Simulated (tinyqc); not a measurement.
Inside a calculation. Model: oxide trap near a transistor channel: two-state multiphonon kinetics, telegraph noise and bias instability. Computed by tinyqc, a small Python program that keeps every step. Command: `OMP_NUM_THREADS=1 python tinyqc.py 3011751 3011752 out.jsonl oxidetrap walk`. One thread of a shared host (Intel(R) Xeon(R) Processor @ 2.30GHz), about 0.01 s of CPU time with the checks. Intermediate numbers are printed to about 5 digits and carried at full precision; extremes and crossings named in words are read from the listed rows.

An n-channel device under positive gate bias. The trap is empty (state 1) or holds an electron (state 2); both states are parabolas of equal curvature, and the electron reservoir is taken at the Fermi level of the channel.

Inputs (values chosen for the exercise, with an insulator like Al2O3 on silicon):
```
quantity                                value   unit
insulator constant eps_ox                8.79      -
insulator thickness t_ox                  4.9     nm
trap depth x from the interface           0.7     nm
tunnel barrier phi_b                     2.16     eV
tunnelling mass m_ox                     0.33    m_0
trap level above E_F at zero field E_t   0.58     eV
relaxation energy E_R                     1.1     eV
oxide field F                               7  MV/cm
attempt rate k_0 at the interface       1e+12    1/s
temperature T                             300      K
channel width W                            57     nm
channel length L                          290     nm
frequency f                                10     Hz
stress time t_s                           600      s
```

Parts treated: one trap.

Constants: hbar^2/(2 m_0) = 3.80998212 eV angstrom^2; k_B = 8.617333262e-05 eV/K; e = 1.602176634e-19 C; eps_0 = 8.8541878128e-12 F/m.

## Tunnelling factor

kappa = sqrt(2 m_ox phi_b)/hbar = sqrt(m_ox phi_b/(hbar^2/2m_0)); attenuation length lambda = 1/(2 kappa); factor exp(-x/lambda) for a rectangular barrier.

kappa = 4.3254 1/nm

attenuation length lambda = 0.11560 nm

tunnelling factor = 0.0023449

Caution: a field 1.5 times as high comes near the usual breakdown field of such an insulator.

## Barriers and time constants

E_21 = E_t - e F x is the energy of state 2 over state 1; barriers E_c = (E_R + E_21)^2/(4 E_R), E_e = E_c - E_21; tau_c = exp(E_c/k_B T)/(k_0 P), tau_e = exp(E_e/k_B T)/(k_0 P), P the tunnelling factor; occupation f_2 = tau_e/(tau_c + tau_e); 1/tau_0 = 1/tau_c + 1/tau_e.

E_21 = 0.09 eV

capture barrier E_c = 0.32184 eV

emission barrier E_e = 0.23184 eV

capture time tau_c = 1.0878e-04 s

emission time tau_e = 3.3468e-06 s

occupation f_2 = 0.029847

tau_0 = 3.2469e-06 s

The trap is almost always empty at this bias.

## Step height and noise

Charge-sheet step dV = e (t_ox - x)/(eps_ox eps_0 W L); Lorentzian spectrum S(f) = 4 dV^2 tau_0^2/((tau_c + tau_e)(1 + (2 pi f tau_0)^2)); corner 1/(2 pi tau_0); variance dV^2 f_2 (1 - f_2) = dV^2 tau_0/(tau_c + tau_e).

threshold step dV = 0.52306 mV

corner frequency = 49018 Hz

S(f) = 1.0289e-13 V^2/Hz

root-mean-square noise = 0.089007 mV

f lies below the corner, on the flat part. Random dopants and current percolation, left out here, spread real steps around this value.

## Stress and recovery of one trap

From the zero-field occupation f(0), f(t) = f_2 + (f(0) - f_2) exp(-t/tau_0) under the field; after t_s the field is removed and f relaxes with the zero-field constants.

occupation at zero field = 1.8048e-10

tau_0 at zero field = 4.5948e-09 s

occupation after stress = 0.029847

half-time of recovery = 3.1849e-09 s

## Bias dependence of the times

The formulas are those given above.

Against field:
```
F (MV/cm)  E_21 (eV)   tau_c (s)   tau_e (s)         f_2
0.0            0.580  2.5459e+01  4.5948e-09  1.8048e-10
2.1            0.433  4.0045e-01  2.1304e-08  5.3201e-08
4.2            0.286  9.2100e-03  1.4444e-07  1.5682e-05
5.6            0.188  9.1991e-04  6.3897e-07  6.9412e-04
7.0            0.090  1.0878e-04  3.3468e-06  2.9847e-02
8.4           -0.008  1.5231e-05  2.0754e-05  5.7675e-01
10.5          -0.155  1.0951e-06  4.3989e-04  9.9752e-01
```

ln(tau_c/tau_e) falls by e x/k_B T = 2.708 per MV/cm, which measures the depth x if the change of surface potential with bias is left aside. Over these rows tau_c shortens by 7.37 decades and tau_e lengthens by 4.98; the shares differ because E_21 is not small against E_R. The times cross at F = E_t/(e x) = 8.29 MV/cm.

Checks made by the program: detailed balance tau_c/tau_e = exp(E_21/k_B T) (relative difference below 1e-10); the integral of S(f) against the variance (relative difference below 1e-10).
